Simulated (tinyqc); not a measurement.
Strain, valley repopulation and piezoresistance in a many-valley conduction band: one step, computed by the program tinyqc. Command: `OMP_NUM_THREADS=1 python tinyqc.py 3012772 3012773 out.jsonl valleys walk`. One thread of a shared host (Intel(R) Xeon(R) Processor @ 2.30GHz), about 0.04 s of CPU time with the checks.

Valleys are ellipsoids with mass m_l along the axis a and m_t across it, parabolic, with one constant relaxation time; strain shifts the valleys and leaves the masses alone. Currents are taken along [110], along the load, and along [1-10], across the load.

Task: Mobility tensor and resistance change. Mobility tensor mu = e tau sum_v (n_v/n) [1/m_t + (1/m_l - 1/m_t) a a^T]; unstrained mu_0 = e tau (1/m_l + 2/m_t)/3; resistivity along d from the inverse tensor, rho_d = d.mu^-1.d/(n e), mobility along d = 1/(d.mu^-1.d); gauge pi_d = (rho_d/rho_0 - 1)/X.

Inputs (values chosen for the exercise, modelled on germanium):
```
quantity                value  unit
longitudinal mass m_l     1.6   m_0
transverse mass m_t    0.0841   m_0
relaxation time tau       130    fs
temperature T              77     K
```

Valley axes: <111> (4 valleys). Load: uniaxial [110].

share of the electrons: [111] 0.4627323, [-111] 0.0372677, [1-11] 0.0372677, [11-1] 0.4627323

Constants: e = 1.602176634e-19 C; m_0 = 9.1093837015e-31 kg.

Give: mobility tensor; unstrained mobility mu_0; mobility along the first direction; mobility along the second direction; resistance change along the first direction; resistance change along the second direction.

Result:

mobility tensor (cm^2/(V s)):
```
      x     y     z
x  1860  -731     0
y  -731  1860     0
z     0     0  1860
```

unstrained mobility mu_0 = 1860 cm^2/(V s)

mobility along the first direction = 1130 cm^2/(V s)

mobility along the second direction = 2591 cm^2/(V s)

resistance change along the first direction = 64.68 %

resistance change along the second direction = -28.20 %

The mobility lies between e tau/m_l = 143 and e tau/m_t = 2720; the trace stays at 3 mu_0. Along the first direction the filled valleys present more of their heavy mass.
